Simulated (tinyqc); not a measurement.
Esaki diode in forward bias, two-band WKB: two steps of the calculation.

Abrupt p-n junction, depletion approximation. Energies E are counted from the conduction-band edge of the neutral n side; its Fermi level lies at dn, that of the p side at dn - V, and the valence-band edge of the neutral p side at Em = dn + dp - V. Tunnelling needs 0 < E < Em. Two-band dispersion with equal masses m: inside the gap kappa = sqrt(m u (1 - u/Eg)/C), u the distance from a band edge, C = hbar^2/(2 m0).

Values chosen for this exercise; band and dielectric values those of a made-up semiconductor:
```
symbol    value   unit                                    meaning
T            77      K                                temperature
Eg         1.66     eV                                   band gap
eps_r      13.2                             relative permittivity
Nc      9.09e16  cm^-3  conduction-band density of states at 77 K
Nv      1.52e18  cm^-3     valence-band density of states at 77 K
m          0.11     m0       band-edge mass of the two-band model
Na       2.4e19  cm^-3                           acceptor density
Nd       2.2e19  cm^-3                              donor density
V          0.15      V                         bias of the p side
```

Constants: q = 1.602176634e-19 C, kB = 1.380649e-23 J/K, hbar = 1.054571817e-34 J s, m0 = 9.1093837015e-31 kg, Vt = kB T/q, eps0 = 8.8541878128e-14 F/cm where lengths are in cm, hbar^2/(2 m0) = 0.0380998212 eV nm^2. Results are converted to the units shown.

Question 1. Fermi levels and built-in voltage. Nd = Nc F12(dn/Vt), Na = Nv F12(dp/Vt), F12(x) = (2/sqrt(pi)) int_0^infinity sqrt(u)/(1 + exp(u - x)) du; dn = EF - Ec on the n side, dp = Ev - EF on the p side (negative outside the bands); Vbi = Eg + dn + dp.

Wanted: dn; dp; Vbi.

Answer 1.

dn = 0.3114 eV
dp = 0.04975 eV
Vbi = 2.021 V

Boltzmann statistics would give dn = 0.0364 eV and dp = 0.0183 eV. At zero bias the bands of the two sides overlap by dn + dp.

Question 2. Width, field and exponent. W = sqrt(2 eps0 eps_r (Vbi - V)(1/Na + 1/Nd)/q), mean field F = (Vbi - V)/W, peak field 2 F. In a uniform field F the exponent is S = pi sqrt(m/C) Eg^1.5/(4 F). Transverse energy Et = C kt^2/m raises it to S (1 + 4 Et/Eg), so T = exp(-S) exp(-Et/Eb) with Eb = Eg/(4 S). KJ = (2 q^2/h) m/(4 pi C) (times 1e14 for A/cm^2 per eV^2).

Vbi = 2.0211835 V

Give: W; mean field; S; exp(-S); Eb; tunnelling length Eg/F.

Answer 2.

W = 15.422 nm
mean field = 1.2133 MV/cm
S = 23.524
exp(-S) = 6.0763e-11
Eb = 17.642 meV
tunnelling length Eg/F = 13.681 nm

Range of the model: Parabolic densities of states, no band tails and no gap narrowing, all of which matter at such doping.

Computed by the program tinyqc: `OMP_NUM_THREADS=1 python tinyqc.py 2620135 2620136 out.jsonl`, one thread of a shared Intel Xeon 2.30GHz, about 0.01 s for the whole run.
